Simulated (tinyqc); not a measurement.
One-dimensional ballistic tunnel FET, two-band WKB: two steps of the calculation.

A p-type source for x < 0 with its Fermi level at 0 and its valence edge at ds; in the channel the bands fall as D exp(-x/lam) towards their flat values, with the conduction edge at Ec = ds - dP and D = dP + Eg. The gate moves dP one to one. The drain Fermi level lies at -Vd and the drain side reflects nothing. For w = E - Ec between 0 and dP an electron crosses the gap. Two-band dispersion with equal masses m: inside the gap kappa = sqrt(m u (1 - u/Eg)/C), u the distance from a band edge, C = hbar^2/(2 m0).

Values chosen for this exercise; band and dielectric values those of a made-up semiconductor: temperature T = 200 K; band gap Eg = 1.17 eV; band-edge mass of the two-band model m = 0.095 m0; screening length of the source junction lam = 4.4 nm; source valence edge above the source Fermi level ds = 0.17 eV; drain bias Vd = 0.1 V; number of degenerate subbands (spin apart) g = 1; tunnelling window Ev(source) - Ec(channel) dP = 0.32 eV; energy above the channel conduction edge w0 = 0.2 eV; cells of the path nc = 10; points of the energy grid nE = 11.

Constants: q = 1.602176634e-19 C, kB = 1.380649e-23 J/K, hbar = 1.054571817e-34 J s, h = 6.62607015e-34 J s, m0 = 9.1093837015e-31 kg, Vt = kB T/q, hbar^2/(2 m0) = 0.0380998212 eV nm^2. Results are converted to the units shown.

Question 1. The path through the gap by the midpoint rule. At w = w0 the path runs from xa = lam ln(D/(w + Eg)) to xb = lam ln(D/w); u(x) = w + Eg - D exp(-x/lam) is the height above the valence edge. Cut it into nc equal cells: S = 2 (cell width) times the sum of kappa at the centres.

Find: xa; xb; x; u; kappa; S.

Answer 1.

xa = 0.36945 nm
xb = 8.8361 nm

```
cell  x (nm)  u (eV)  kappa (1/nm)
0     0.7928  0.1257       0.52886
1     1.6395  0.3435       0.77783
2     2.4861  0.5232       0.84923
3     3.3328  0.6714       0.84465
4     4.1795  0.7937       0.79782
5     5.0261  0.8946       0.72464
6     5.8728  0.9778       0.63288
7     6.7195  1.0464       0.52493
8     7.5661  1.1031       0.39664
9     8.4128  1.1498       0.22247
```

S = 10.668

Question 2. Current on a coarse grid. S(w) = 2 lam int_0^Eg kappa(u) du/(w + Eg - u) = 2 pi lam sqrt(m/(C Eg)) [w + Eg/2 - sqrt(w (w + Eg))], T(w) = exp(-S). I = g (2 q^2/h) int_0^dP T(w) [f(E) - f(E + Vd)] dw, E = ds - dP + w, f(x) = 1/(1 + exp(x/Vt)). Simpson's rule on nE equally spaced points.

Give: w; T(w); difference of the f; I.

Answer 2.

```
point   w (eV)        T(w)  difference of the f
0      0.00000  5.5759e-11             0.051932
1      0.03200   4.1975e-8              0.25924
2      0.06400   3.5505e-7              0.68584
3      0.09600   1.4933e-6              0.89342
4      0.12800   4.4380e-6              0.77114
5      0.16000   1.0652e-5              0.35719
6      0.19200   2.2090e-5             0.080134
7      0.22400   4.1167e-5             0.013430
8      0.25600   7.0701e-5            0.0021217
9      0.28800   1.1383e-4            3.3197e-4
10     0.32000   1.7396e-4            5.1862e-5
```

I = 2.8218e-5 uA

Program tinyqc, `OMP_NUM_THREADS=1 python tinyqc.py 2620126 2620127 out.jsonl`; Intel Xeon 2.30GHz, shared host, one thread, about 0.01 s.
